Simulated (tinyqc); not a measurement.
Heavy doping: band filling, gap narrowing, band tails and the effective intrinsic density: one step, computed by the program tinyqc.

An n-type crystal above its Mott density, with all dopants ionised: n = N_D - N_A, ionised centres N_I = N_D + N_A. Valleys are taken as spherical with mass m_e.

Task: Scales. n = N_D (1 - ratio); Ry* = Ry m_e/eps^2, a* = a_0 eps/m_e; r_s = (3/(4 pi n))^(1/3)/a*; k_F = (3 pi^2 n/M_c)^(1/3); Mott density (0.26/a*)^3.

Inputs (values chosen for the exercise, modelled on CdTe): electron mass m_e = 0.098 m_0; valleys M_c = 1; dielectric constant eps = 10.4; donor density N_D = 3.1e+18 cm^-3; compensation ratio N_A/N_D = 0.

Conduction band: parabolic.

Constants: a_0 = 0.529177210903 angstrom; Ry = 13.605693123 eV.

Give: n; Ry*; a*; r_s; k_F; Mott density.

Result:

n = 3.10e+18 cm^-3

Ry* = 12.33 meV

a* = 56.16 angstrom

r_s = 0.7576

k_F = 0.04511 1/angstrom

Mott density = 9.924e+16 cm^-3
